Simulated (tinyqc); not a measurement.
## Delay unit and parasitic delay from two ring oscillators

Inverse problem. A ring of 11 inverters oscillates at 1/(2 x 11 d), with stage delay d = tau (h + p) for fan-out h. Find tau, p and the delay at fan-out 4.

frequencies of 11-stage ring oscillators with fan-out 2 and 5 (GHz): 3.8809571  1.9847240

Answer. d is a straight line in h with slope tau and intercept tau p.

tau = 3.73 ps
p = 1.14
delay at fan-out 4 = 19.2 ps

tinyqc, about 0.01 s, one thread, Intel Xeon 2.30GHz (shared host): `OMP_NUM_THREADS=1 python tinyqc.py 2082013 2082014 out.jsonl`
